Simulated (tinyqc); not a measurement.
# Short-channel transistor, virtual-source model with series resistance: what changes with what

The current per gate width is the charge at the top of the source barrier (the virtual source) times its velocity times a saturation function; al and be are fitting constants of the model. Units: I in uA/um, Rs in ohm um, so I Rs = 1e-6 I Rs in volts; Q in uC/cm^2, so I = 1e-4 Q vx0 Fsat with vx0 in cm/s.

Parameters, values chosen for the exercise:
- T = 300 K (temperature)
- Cinv = 2.86 uF/cm^2 (inversion capacitance)
- vx0 = 1.17e7 cm/s (velocity at the virtual source)
- mu = 540 cm^2/(V s) (apparent mobility)
- L = 45 nm (channel length)
- VT0 = 0.39 V (threshold at zero drain voltage)
- dl = 0.126 V/V (drain-induced barrier lowering)
- n0 = 1.3 (subthreshold factor)
- nd = 0 1/V (growth of n with drain voltage)
- al = 3.5 (threshold shift (in units of Vt) from weak to strong inversion)
- be = 1.6 (sharpness of saturation)
- Rs = 30 ohm um (series resistance of each contact)

Constants: q = 1.602176634e-19 C, kB = 1.380649e-23 J/K, Vt = kB T/q. Results are converted to the units shown.

Each table varies one quantity; the others keep the values above.

## Effect of the drain-induced barrier lowering on the on and off currents

Intrinsic voltages Vg' = Vgs - I Rs, Vd' = Vds - 2 I Rs. n = n0 + nd Vd', VT = VT0 - dl Vd', Ff = 1/(1 + exp((Vg' - VT + al Vt/2)/(al Vt))), Q = Cinv n Vt ln(1 + exp((Vg' - VT + al Vt Ff)/(n Vt))), Vdsat = (vx0 L/mu)(1 - Ff) + Vt Ff, Fsat = u/(1 + u^be)^(1/be) with u = Vd'/Vdsat, and I = Q vx0 Fsat per width. I is solved self-consistently. Ion is I at Vgs = Vds = 0.75 V, Ioff at Vgs = 0, Vds = 0.75 V, and Rlin = Vds/I at Vgs = 0.75 V, Vds = 0.05 V.

Effect of the drain-induced barrier lowering on the on and off currents:

| dl (V/V) | Ion (uA/um) | Ioff (nA/um) | log10(Ion/Ioff) | Rlin (ohm um) |
|---|---|---|---|---|
| 0 | 1073 | 14.25 | 4.877 | 149.9 |
| 0.04 | 1152 | 34.01 | 4.530 | 149.6 |
| 0.08 | 1231 | 80.53 | 4.184 | 149.3 |
| 0.12 | 1308 | 188.6 | 3.841 | 149.0 |
| 0.16 | 1385 | 434.9 | 3.503 | 148.7 |
| 0.2 | 1461 | 983.7 | 3.172 | 148.4 |
| 0.24 | 1535 | 2169 | 2.850 | 148.1 |
| 0.28 | 1609 | 4626 | 2.541 | 147.8 |

Read the table: what changes, and by how much?

As dl goes from 0 to 0.28 V/V, Ion rises from 1070 to 1610 uA/um, Ioff rises from 14.2 to 4630 nA/um and Rlin falls from 150 to 148 ohm um. Ion changes by a factor of 1.50 and Ioff by 325. The off current depends on it through an exponential, the on current about linearly. For dl = 0.24 to 0.28 V/V the off current passes 1 uA/um, so the device is hardly off at Vgs = 0.

## Effect of the velocity at the virtual source on the on and off currents

Same model as above.

Effect of the velocity at the virtual source on the on and off currents:

| vx0 (cm/s) | Ion (uA/um) | Ioff (nA/um) | log10(Ion/Ioff) | Rlin (ohm um) |
|---|---|---|---|---|
| 5e6 | 613.6 | 91.50 | 3.826 | 172.6 |
| 7.1e6 | 849.1 | 129.9 | 3.815 | 158.7 |
| 1e7 | 1153 | 182.9 | 3.800 | 151.2 |
| 1.4e7 | 1533 | 256.0 | 3.777 | 147.0 |
| 2e7 | 2024 | 365.4 | 3.743 | 144.5 |
| 2.8e7 | 2547 | 511.0 | 3.698 | 143.2 |
| 4e7 | 3111 | 728.9 | 3.630 | 142.4 |

Read the table: what changes, and by how much?

As vx0 goes from 5e6 to 4e7 cm/s, Ion rises from 614 to 3110 uA/um, Ioff rises from 91.5 to 729 nA/um and Rlin falls from 173 to 142 ohm um. Ion changes by a factor of 5.07 and Ioff by 7.97.

## Effect of the channel length on the on and off currents

Same model as above.

mu, vx0, VT0, dl and n0 are held fixed.

Result of one run:

| L (nm) | Ion (uA/um) | Ioff (nA/um) | log10(Ion/Ioff) | Rlin (ohm um) |
|---|---|---|---|---|
| 130 | 1198 | 213.5 | 3.749 | 297.2 |

What becomes of these results when the channel length L is changed from 130 to 36 nm, all else the same?

Result of the changed run:

| L (nm) | Ion (uA/um) | Ioff (nA/um) | log10(Ion/Ioff) | Rlin (ohm um) |
|---|---|---|---|---|
| 36 | 1330 | 214.0 | 3.793 | 133.0 |

The whole series:

| L (nm) | Ion (uA/um) | Ioff (nA/um) | log10(Ion/Ioff) | Rlin (ohm um) |
|---|---|---|---|---|
| 10 | 1350 | 214.1 | 3.800 | 84.45 |
| 15 | 1347 | 214.1 | 3.799 | 94.35 |
| 24 | 1341 | 214.1 | 3.797 | 111.3 |
| 36 | 1330 | 214.0 | 3.793 | 133.0 |
| 55 | 1308 | 213.9 | 3.786 | 166.6 |
| 85 | 1267 | 213.7 | 3.773 | 219.0 |
| 130 | 1198 | 213.5 | 3.749 | 297.2 |
| 200 | 1087 | 213.0 | 3.708 | 418.8 |

As L goes from 10 to 200 nm, Ion falls from 1350 to 1090 uA/um, Ioff falls from 214 to 213 nA/um and Rlin rises from 84.4 to 419 ohm um. Ion changes by a factor of 0.805 and Ioff by 0.995. Below threshold Vdsat is near Vt, so L and mu hardly reach the off current. At L = 200 nm the channel is long for this model, whose fixed vx0 belongs to short devices.

tinyqc, about 0.01 s, one thread, Intel Xeon 2.30GHz (shared host): `OMP_NUM_THREADS=1 python tinyqc.py 2380082 2380083 out.jsonl`
